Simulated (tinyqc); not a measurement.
## Read current of a NAND string, cells in series solved by shooting: effect of the bit-line voltage

Cells in series, numbered from 0 at the source line (0 V) to the bit line, each followed by a gap resistance Rg. A cell with gate Vg, threshold VT, source Vs and drain Vd passes I = 2 nf K Vt^2 [F(Vs) - F(Vd)]/(1 + th max(Vg - VT, 0)), F(V) = ln^2(1 + exp((Vg - VT - nf V)/(2 nf Vt))). The selected cell has Vg = Vr, the others Vg = Vp.

For a trial current I start at 0 V and, cell by cell, solve for the drain: sqrt(F(Vd)) = sqrt(F(Vs) - I/k), k = 2 nf K Vt^2/(1 + th max(Vg - VT, 0)), Vd = [Vg - VT - 2 nf Vt ln(exp(sqrt F) - 1)]/nf, then add I Rg. The string current is the I for which the last node reaches Vbl. The apparent threshold is the Vr at which I = Is. Background: all other cells erased (VT = Ve) or all in the highest state (VT = Vh); ratio and shift are high over erased and high minus erased. The string has 32 cells and the selected one is cell 16.

Parameters, values chosen for the exercise; values of the order met in vertical NAND strings: temperature T = 358 K; gain factor of a cell K = 9 uA/V^2; slope factor nf = 1.6; mobility reduction factor th = 0.1 1/V; resistance of the gap between cells Rg = 4.2 kohm; pass voltage Vp = 7.1 V; threshold of an erased cell Ve = -1.3 V; threshold of the highest state Vh = 4 V; threshold of the selected cell Vx = 2.2 V; sensing current Is = 10 nA; read voltage on the selected word line Vr = 3.31 V.

Constants: q = 1.602176634e-19 C, kB = 1.380649e-23 J/K, Vt = kB T/q. Results are converted to the units shown.

Effect of the bit-line voltage:
columns A: Vbl (V); B: I, others erased (uA); C: I, others high (uA); D: ratio; E: apparent VT, erased (V); F: apparent VT, high (V); G: background shift (mV)
```
A          B        C       D      E      F      G
0.1  0.09841  0.05720  0.5812  2.195  2.202  7.362
0.2   0.1935   0.1112  0.5746  2.189  2.195  5.880
0.3   0.2848   0.1618  0.5682  2.189  2.195  5.815
0.4   0.3720   0.2091  0.5622  2.189  2.195  5.812
0.5   0.4542   0.2529  0.5568  2.189  2.195  5.812
0.6   0.5307   0.2931  0.5522  2.189  2.195  5.812
0.7   0.6001   0.3295  0.5490  2.189  2.195  5.812
0.8   0.6603   0.3619  0.5482  2.189  2.195  5.812
```

Read the table: what changes, and by how much?

As Vbl goes from 0.1 to 0.8 V, the current with erased neighbours rises from 0.0984 to 0.660 uA, that with high neighbours rises from 0.0572 to 0.362 uA and the ratio falls from 0.581 to 0.548. The background shift falls from 7.36 to 5.81 mV.

Program tinyqc, `OMP_NUM_THREADS=1 python tinyqc.py 2142085 2142086 out.jsonl`; Intel Xeon 2.30GHz, shared host, one thread, about 0.5 s.
